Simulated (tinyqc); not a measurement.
CMOS inverter, nodal equation and switching: two steps of the calculation.

An n-channel pull-down (bn, VTn) and a p-channel pull-up (bp, VTp) share the input Vin and the output node Vout, which carries the load C. Transistor (EKV form, voltages against the body): I = 2 n b Vt^2 [F(vp - Vs) - F(vp - Vd)] from drain to source, F(v) = ln^2(1 + exp(v/(2 Vt))), vp = (Vg - VT + sg |Vd - Vs|)/n. n-channel bodies are at 0; for the p-channel device all voltages are counted down from Vdd. b in uA/V^2 gives I in uA. Static: In = Ip. Transient: C dVout/dt = Ip - In. No velocity saturation, no gate capacitance beyond C.

Inputs (values chosen for the exercise): temperature T = 250 K; supply voltage Vdd = 0.8 V; slope factor n = 1.41; drain-induced barrier lowering sg = 0.097; n-channel threshold VTn = 0.37 V; p-channel threshold (magnitude) VTp = 0.27 V; gain factor of the pull-down transistor bn = 640 uA/V^2; gain factor of the pull-up transistor bp = 640 uA/V^2; load capacitance C = 3.4 fF; input voltage Vin = 0.42 V.

Constants: q = 1.602176634e-19 C, kB = 1.380649e-23 J/K, Vt = kB T/q. Results are converted to the units shown.

Question 1. Output voltage by Newton steps. f = In - Ip at (Vin, Vout); G = df/dVout by a central difference with +/- 1e-6 V; Vout(new) = Vout - f/G.

Vout after iteration 1 = 0.70766842 V

Give: In; Ip; G; Vout after iteration 2.

Answer 1.

In = 3.643 uA
Ip = 3.353 uA
G = 19.73 uS
Vout after iteration 2 = 0.6929 V

Question 2. Delays and energy. For a step input the delay to Vdd/2 is tHL = C times the integral of dV/(In - Ip) from Vdd/2 to Vdd at Vin = Vdd, and tLH likewise with Ip - In from 0 to Vdd/2 at Vin = 0. Energy drawn for one full cycle of the output: C Vdd^2. Leakage power: Vdd times the mean of the supply currents at Vin = 0 and Vdd.

Give: tHL; tLH; energy; leakage power.

Answer 2.

tHL = 25.182 ps
tLH = 17.347 ps
energy = 2.1760 fJ
leakage power = 0.59254 nW

tinyqc, about 0.05 s, one thread, Intel Xeon 2.30GHz (shared host): `OMP_NUM_THREADS=1 python tinyqc.py 2340140 2340141 out.jsonl`
